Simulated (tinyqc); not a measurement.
# Off-state leakage of single and stacked transistors, step by step

Program tinyqc, `OMP_NUM_THREADS=1 python tinyqc.py 2242185 2242186 out.jsonl`; Intel Xeon 2.30GHz, shared host, one thread, about 0.03 s. Printed values are rounded.

n-channel devices of unit width. Subthreshold current I(Vg, Vs, Vd) = I0 (T/300 K)^0.5 exp[(Vg - Vs - VT(T) - gb (Vs - Vb) + dd (Vd - Vs))/(nf Vt)] (1 - exp(-(Vd - Vs)/Vt)), VT(T) = VT - cT (T - 300 K). Gate-edge tunnelling Ig (Vd/1 V) exp(ag (Vd - 1 V)), for a gate at 0 V, and band-to-band leakage Ab u exp(-Bb/u), u = Vd - Vb + 1 V, flow at a drain held at V; both are taken as independent of T. In a stack of off transistors (all gates at 0 V) the same subthreshold current passes through each.

Inputs (values chosen for the exercise); values of the order met in bulk silicon logic transistors:
- T = 330 K (temperature)
- V = 0.8 V (supply voltage)
- VT = 0.45 V (threshold at 300 K, zero drain and body bias)
- cT = 0.6 mV/K (fall of the threshold with temperature)
- I0 = 0.77 uA/um (current at threshold at 300 K)
- nf = 1.27 (slope factor)
- dd = 0.08 (drain-induced lowering per volt)
- gb = 0.18 (rise of the threshold per volt of source-body bias)
- Ig = 1e-5 uA/um (gate-edge tunnelling current at 1 V)
- ag = 3.2 1/V (exponential slope of the gate current)
- Ab = 20 uA/(um V) (prefactor of band-to-band leakage at the drain)
- Bb = 24 V (its exponential voltage)
- Vb = 0 V (body voltage)

Constants: q = 1.602176634e-19 C, kB = 1.380649e-23 J/K, Vt = kB T/q. Results are converted to the units shown.

## Leakage of one transistor

Vg = Vs = 0, Vd = V; effective threshold VT(T) - gb Vb - dd V.

effective threshold = 0.368 V
parts (nA/um): subthreshold 0.03033183, gate edge 0.004218339, band-to-band 0.05830548
total = 0.09285566 nA/um
shares (%): subthreshold 32.66557, gate edge 4.542900, band-to-band 62.79153

The band-to-band part is the largest.

## Starting value

Vx = dd V/(1 + gb + 2 dd), the solution for Vx well above Vt, rounded to three decimals.

Vx at the start = 0.048 V

## Iteration 1: new Vx

Stack of two, Vx the node between them: I_low = I(0, 0, Vx), I_up = I(0, Vx, V), f = ln(I_up/I_low), f' = -(1 + gb + 2 dd)/(nf Vt) - 1/(Vt (exp(Vx/Vt) - 1)) - 1/(Vt (exp((V - Vx)/Vt) - 1)), Vx(new) = Vx - f/f'.

I_low = 0.004673800 nA/um
I_up = 0.005683451 nA/um
f = 0.1955863
f' = -45.08054 1/V
Vx after iteration 1 = 0.05233860 V

## Iteration 2: new Vx

As before.

I_low = 0.004870405 nA/um
I_up = 0.004885113 nA/um
f = 0.003015232
f' = -43.73880 1/V
Vx after iteration 2 = 0.05240753 V

## Iteration 3: new Vx

As before.

I_low = 0.004873374 nA/um
I_up = 0.004873377 nA/um
f = 6.583258e-7
f' = -43.71971 1/V
Vx after iteration 3 = 0.05240755 V

## Course of the iteration

Stop when the step is below 1e-11 V, or after 40 iterations.

Course of the iteration:

| iteration | Vx before the step (V) | step (V) |
|---|---|---|
| 1 | 0.048 | 4.34e-3 |
| 2 | 0.05233860 | 6.89e-5 |
| 3 | 0.05240753 | 1.51e-8 |
| 4 | 0.05240755 | 7.29e-16 |

Converged in 4 iterations. The subthreshold current of the stack is 0.004873 nA/um, 6.22 times less than that of one transistor (the drain leakage is unchanged); the estimate exp[dd V (1 + gb + dd)/((1 + gb + 2 dd) nf Vt)] gives 5.29.
